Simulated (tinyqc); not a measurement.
# Double-gate transistor below threshold, two-dimensional Poisson equation on a small mesh, step by step

Numbers from tinyqc (`OMP_NUM_THREADS=1 python tinyqc.py 2480165 2480166 out.jsonl`; about 0.2 s on one thread of a shared Intel Xeon 2.30GHz). Printed values are rounded.

Half of a symmetric double-gate structure: row 0 is the mid-plane of the body, where the normal field vanishes. Mobile charge is neglected (subthreshold), the body is fully depleted, and potentials are counted from the intrinsic level; rows run upward to the gate, columns from source to drain.

Inputs (values chosen for the exercise); semiconductor permittivity close to that of silicon: temperature T = 300 K; relative permittivity of the semiconductor eps_r = 11.8; relative permittivity of the insulator eox = 3.9; half the body thickness tb = 5 nm; insulator thickness tox = 2.2 nm; channel length L = 25 nm; acceptor density of the depleted body Na = 0 cm^-3; potential of the source Vbi = 0.58 V; gate offset Vfb = -0.06 V; gate voltage Vg = 0 V; drain voltage Vd = 1 V.

Constants: q = 1.602176634e-19 C, kB = 1.380649e-23 J/K, Vt = kB T/q, eps0 = 8.8541878128e-14 F/cm where lengths are in cm. Results are converted to the units shown.

## Coefficients of the five-point equations

Mesh: rows i = 0..1 in the semiconductor (step hs = tb/1, row 1 on the interface), then 1 step(s) ho = tox/1 up to the gate row 2; columns j = 0..4 (step hy = L/4). Box integration, divided by eps0: up_i = eps hy/h of the interval above row i, dn_i = that of the interval below (0 for row 0), lat_i = (sum of eps h/2 over the intervals above and below)/hy, s_i = -q Na w_i hy/eps0 with w_i the semiconductor height of the box (hs/2 for row 0 and the interface row, hs between, 0 in the insulator). Each free node obeys (up + dn + 2 lat) psi = up psi(above) + dn psi(below) + lat [psi(left) + psi(right)] + s.

```
row        up     dn       lat  s (V)
0       14.75      0      4.72      0
1    11.07955  14.75  5.406400      0
```

## Iteration 1: over-relaxation sweep (omega = 1.19)

psi at the start (fixed values on the edges, free nodes linear between source and drain columns) (V):
```
            j=0       j=1       j=2       j=3       j=4
row 0  0.580000  0.830000  1.080000  1.330000  1.580000
row 1  0.580000  0.830000  1.080000  1.330000  1.580000
row 2  0.060000  0.060000  0.060000  0.060000  0.060000
```

Free nodes: rows 0..1, columns 1..3, taken row by row from row 0, left to right. t = (up psi(above) + dn psi(below) + lat [psi(left) + psi(right)] + s)/(up + dn + 2 lat), with the newest neighbours; psi(new) = psi + 1.19 (t - psi).

psi after iteration 1 (V):
```
            j=0       j=1       j=2       j=3       j=4
row 0  0.580000  0.830000  1.080000  1.330000  1.580000
row 1  0.580000  0.552938  0.664337  0.800047  1.580000
row 2  0.060000  0.060000  0.060000  0.060000  0.060000
```

## Iteration 2: over-relaxation sweep (omega = 1.19)

As before.

psi after iteration 2 (V):
```
            j=0       j=1       j=2       j=3       j=4
row 0  0.580000  0.628961  0.731711  0.864590  1.580000
row 1  0.580000  0.436297  0.462947  0.642436  1.580000
row 2  0.060000  0.060000  0.060000  0.060000  0.060000
```

## Course of the iteration: over-relaxation sweep (omega = 1.19)

Stop when the largest change of psi is below 1e-7 V, or after 400 iterations. Fixed values: gate row Vg - Vfb; column 0 at Vbi and the last column at Vbi + Vd in the semiconductor, each running linearly to Vg - Vfb across the insulator.

Course of the iteration:
```
iteration  psi at row 0, j = 2 (V)  largest |change| of one entry (V)
1                             1.08                              0.530
2                        0.7317108                              0.465
3                        0.5141279                              0.218
4                        0.4417087                             0.0802
5                        0.4238525                             0.0328
6                        0.4186330                            6.75e-3
7                        0.4173613                            1.54e-3
8                        0.4170402                            4.87e-4
9                        0.4169577                            1.20e-4
10                       0.4169379                            2.78e-5
11                       0.4169328                            6.92e-6
12                       0.4169316                            1.78e-6
13                       0.4169313                            4.45e-7
14                       0.4169312                            1.06e-7
15                       0.4169312                            2.63e-8
```

Converged in 15 iterations. At the end each change is about 0.25 times the one before: linear convergence.

## Barrier, swing and barrier lowering

converged psi (V):
```
            j=0       j=1       j=2       j=3       j=4
row 0  0.580000  0.379749  0.416931  0.757576  1.580000
row 1  0.580000  0.303771  0.319823  0.603406  1.580000
row 2  0.060000  0.060000  0.060000  0.060000  0.060000
```

d psi/dVg on row 0: j=0 0.0000000, j=1 0.5013112, j=2 0.6500674, j=3 0.5013112, j=4 0.0000000
d psi/dVd on row 0: j=0 0.000000, j=1 0.060431, j=2 0.174966, j=3 0.438258, j=4 1.000000

The barrier is read along row 0, the path farthest from the gate. Take the node j of lowest psi: barrier Vbi - psi_j; swing Vt ln 10/(d psi_j/dVg); DIBL = (d psi_j/dVd)/(d psi_j/dVg). The derivatives solve the same equations with s = 0 and a unit change of that voltage.

j = 1
barrier = 0.2002507 V
swing = 118.7415 mV/decade
DIBL = 120.5462 mV/V

A mesh of 12, 8 and 80 steps (semiconductor, insulator, channel) gives a barrier of 0.238 V, a swing of 95.4 mV a decade and a DIBL of 139 mV/V; the small mesh puts the barrier 16 % below that.
